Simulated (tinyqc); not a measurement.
Pump-down curve: gas flow in a process chamber: flow regimes, conductance, effective pumping speed, pump-down, outgassing and purge. Computed by tinyqc, a small Python program. Command: `OMP_NUM_THREADS=1 python tinyqc.py 3120932 3120933 out.jsonl pump walk`. One thread of a shared host (Intel(R) Xeon(R) Processor @ 2.30GHz), about 0.08 s of CPU time with the checks.

Ideal gas, isothermal flow, a pump of constant speed at the end of a round pipe; process gas, volume gas and outgassing are given the same properties. 1 sccm = 101325 Pa x 1e-6 m^3/60 s x T/273.15 K.

Inputs (values chosen for the exercise, modelled on hydrogen near room temperature):
```
quantity                     value            unit
molar mass M                 2.016           g/mol
molecular diameter            0.27              nm
viscosity eta                  8.9   micropascal s
temperature T                  300               K
chamber volume V                64               L
wall area                        4             m^2
pipe diameter d                 10              cm
pipe length l                  170              cm
pump speed S                   580             L/s
outgassing rate after 1 h  3.4e-07  Pa m^3/(s m^2)
outgassing exponent n         0.79               -
starting pressure p0           800              Pa
```

Constants: k_B = 1.380649e-23 J/K; u = 1.6605390666e-27 kg.

Method:
- Mean speed c = sqrt(8 k_B T/(pi m)); aperture conductance C_a = c pi d^2/16; molecular pipe C_m = C_a/(1 + 3 l/(4 d)) (Dushman form); viscous pipe C_v = pi d^4 p_mean/(128 eta l); Knudsen interpolation C = C_v + C_m (1 + x)/(1 + 1.24 x), x = d p_mean sqrt(m/(k_B T))/eta.
- Effective speed 1/S_eff = 1/S + 1/C_m; time constant V/S_eff; pressure at which the free path k_B T/(sqrt2 pi d_m^2 p) equals d.
- Pump-down: V dp/dt = -S_eff(p) p + q(t) A, with S_eff = S p_2/p, where p_2 solves C((p + p_2)/2) (p - p_2) = S p_2 at each moment, and q(t) = q_1 (1 h/(t + 10 s))^n; integrated adaptively. At long times p = q(t) A/S_eff.
- S_eff(p) is tabulated at 260 pressures and interpolated in ln p. Comparison columns: p0 exp(-t/time constant) with the molecular S_eff (0 below 1e-26 p0), and the outgassing limit.

time constant = 0.362838 s

S_eff in molecular flow = 176.387 L/s

Pressure against time:
```
t (s)       p (Pa)  S_eff (L/s)  volume gas only (Pa)  outgassing limit (Pa)
0.3     5.6011e+01       544.93            3.4995e+02             7.8779e-04
1       1.1248e+00       211.80            5.0834e+01             7.4791e-04
3       5.1977e-03       175.68            2.0525e-01             6.5544e-04
10      4.7348e-04       176.32            8.5847e-10             4.6638e-04
30      2.7175e-04       176.35                     0             2.6973e-04
100     1.2163e-04       176.37                     0             1.2130e-04
300     5.3555e-05       176.38                     0             5.3503e-05
1000    2.1051e-05       176.38                     0             2.1044e-05
3600    7.6941e-06       176.39                     0             7.6934e-06
20000   1.9887e-06       176.39                     0             1.9887e-06
100000  5.5785e-07       176.39                     0             5.5785e-07
```

What does the comparison show, and why?

From t = 10 s on the pressure is within 20 % of the outgassing limit, which falls only as (t + 10 s)^-0.79: walls, not volume, set the time to base pressure. Early on viscous flow raises S_eff to 545 L/s, 3.1 times its molecular value.
